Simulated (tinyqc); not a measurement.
Tunnelling through a two-layer gate stack, WKB transmission and Tsu-Esaki current: one step of the calculation.

Electrons leave the emitter at x = 0. Energies E (motion across the layers) are in eV from the emitter Fermi level; the collector Fermi level lies at -V and offers states at every E. No charge in the dielectric and no image force: F1 = V/(t1 + t2 eps1/eps2), F2 = F1 eps1/eps2; U = phi1 - F1 x in layer 1 and phi2 - F1 t1 - F2 (x - t1) in layer 2. With C = hbar^2/(2 m0), kappa = sqrt(m (U - E)/C) where U > E and 0 elsewhere; T(E) = exp(-S), S = 2 times the integral of kappa over x.

Task. Current density on a coarse energy grid. Each layer adds (2/F) sqrt(m/C) [G(u at its left edge) - G(u at its right edge)] to S, with u = U - E (0 where negative) and G(u) = (2/3) u^1.5. The slope follows from 1/d = -dS/dE.

J = J0 times the integral of T(E) N(E) dE, N = ln[(1 + exp(-E/Vt))/(1 + exp((-E - V)/Vt))], J0 = q^2 me m0 kB T/(2 pi^2 hbar^3) (times 1e-4 for A/cm^2 per eV), by Simpson's rule on nE equally spaced points from Ea to Eb.

Inputs (values chosen for the exercise); layer 1 close to silicon nitride, layer 2 close to hafnium oxide:
```
symbol,value,unit,meaning
T,77,K,temperature
Ef,3.8,eV,Fermi energy of the emitter above its band bottom
me,1,m0,emitter mass in the supply function
phi1,2.02,eV,barrier of layer 1 above the emitter Fermi level at zero bias
m1,0.48,m0,tunnelling mass of layer 1
t1,0.8,nm,thickness of layer 1
eps1,7.51,,relative permittivity of layer 1
phi2,1.5,eV,barrier of layer 2 at zero bias
m2,0.21,m0,tunnelling mass of layer 2
t2,3.9,nm,thickness of layer 2
eps2,21.1,,relative permittivity of layer 2
V,1,V,voltage across the dielectric
Ea,-0.56,eV,lower end of the energy grid
Eb,0.065,eV,upper end of the energy grid
nE,9,,points of the energy grid
```

Constants: q = 1.602176634e-19 C, kB = 1.380649e-23 J/K, hbar = 1.054571817e-34 J s, m0 = 9.1093837015e-31 kg, Vt = kB T/q, hbar^2/(2 m0) = 0.0380998212 eV nm^2. Results are converted to the units shown.

Give: E; T(E); N; T(E) N; J0; J.

Result.

```
point    E (eV)        T(E)          N      T(E) N
0      -0.56000  7.4131e-14     84.396  6.2564e-12
1      -0.48187  1.5970e-13     72.622  1.1598e-11
2      -0.40375  3.5174e-13     60.848  2.1403e-11
3      -0.32562  7.9372e-13     49.074  3.8951e-11
4      -0.24750  1.8398e-12     37.300  6.8624e-11
5      -0.16937  4.3938e-12     25.526  1.1216e-10
6      -0.09125  1.0853e-11     13.752  1.4925e-10
7      -0.01312  2.7855e-11     2.1076  5.8707e-11
8       0.06500  7.4736e-11  5.5671e-5  4.1606e-15
```

J0 = 1.0738e8 A/(cm^2 eV)
J = 0.0038323 A/cm^2

The integrand peaks at E = -0.0913 eV among these points.

Numbers from tinyqc (`OMP_NUM_THREADS=1 python tinyqc.py 2540107 2540108 out.jsonl`; about 0.04 s on one thread of a shared Intel Xeon 2.30GHz).
